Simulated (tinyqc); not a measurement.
Levels against anisotropy: donor in an ellipsoidal valley (Kohn-Luttinger variational method). Computed by tinyqc, a small Python program. Command: `OMP_NUM_THREADS=1 python tinyqc.py 3001339 3001340 out.jsonl kohnlutt walk`. One thread of a shared host (Intel(R) Xeon(R) Processor @ 2.30GHz), about 0.04 s of CPU time with the checks.

H = -(d^2/dx^2 + d^2/dy^2) - gamma d^2/dz^2 - 2/r in units built on m_t, with gamma = m_t/m_l and z along the valley axis. One valley; no valley-orbit or central-cell term.

Inputs (values chosen for the exercise, modelled on GaP): transverse mass m_t = 0.257 m_0; longitudinal mass m_l = 1.19 m_0; dielectric constant eps = 11.2.

Constants: Ry = 13.605693123 eV; a_0 = 0.529177210903 angstrom.

Method:
- Ry* = Ry m_t/eps^2, a* = a_0 eps/m_t, gamma = m_t/m_l.
- Trial function exp(-sqrt((x^2 + y^2)/a^2 + z^2/b^2)) with beta = b/a < 1: E = t/a^2 - u/a, t = (2 + gamma/beta^2)/3, u = 2 arcsin(sqrt(1 - beta^2))/sqrt(1 - beta^2); the best a is 2 t/u and E(beta) = -u^2/(4 t).
- The trial energy is minimised over beta by golden section from 0.05 to 0.999, 60 steps.
- Gaussian basis: g = P exp(-al (x^2 + y^2) - be z^2) with P = 1 (s-like), z (2p0) or x (2p+-); al = 0.004 x 2.6^k, k = 0..11, and be/al = 1, gamma^(-1/2) or 1/gamma (36 functions); 1/r = (2/sqrt(pi)) int exp(-t^2 r^2) dt by 48 Gauss-Legendre points after t = sqrt(al_i + al_j) tan(theta); overlap eigenvalues below 1e-10 are dropped.

gamma = 0.215966

Binding energies (Ry*):

| gamma | 1s, trial | 1s, Gaussians | 2p0 | 2p+- |
|---|---|---|---|---|
| 0.054 | 2.0624 | 2.0733 | 0.99695 | 0.36628 |
| 0.110 | 1.8034 | 1.8085 | 0.76054 | 0.34431 |
| 0.220 | 1.5441 | 1.5460 | 0.56120 | 0.31875 |
| 0.320 | 1.4044 | 1.4053 | 0.46807 | 0.30325 |
| 0.360 | 1.3609 | 1.3616 | 0.44100 | 0.29816 |
| 0.600 | 1.1759 | 1.1761 | 0.33584 | 0.27488 |
| 0.860 | 1.0508 | 1.0508 | 0.27341 | 0.25748 |

What does the comparison show, and why?

As gamma falls from 0.86 to 0.054, 1s deepens from 1.051 to 2.073 Ry*, on the way from the hydrogen value 1 to the two-dimensional limit 4; 2p+- moves from 0.257 to 0.366 (limits 1/4 and 4/9), while 2p0 climbs from 0.273 to 0.997 and joins 1s as gamma tends to 0. Near gamma = 1 the trial function is almost exact and can pass the Gaussian basis, whose own error is about 3e-5 Ry*.

Extremes, crossings and ranges named in words are read from the listed rows.
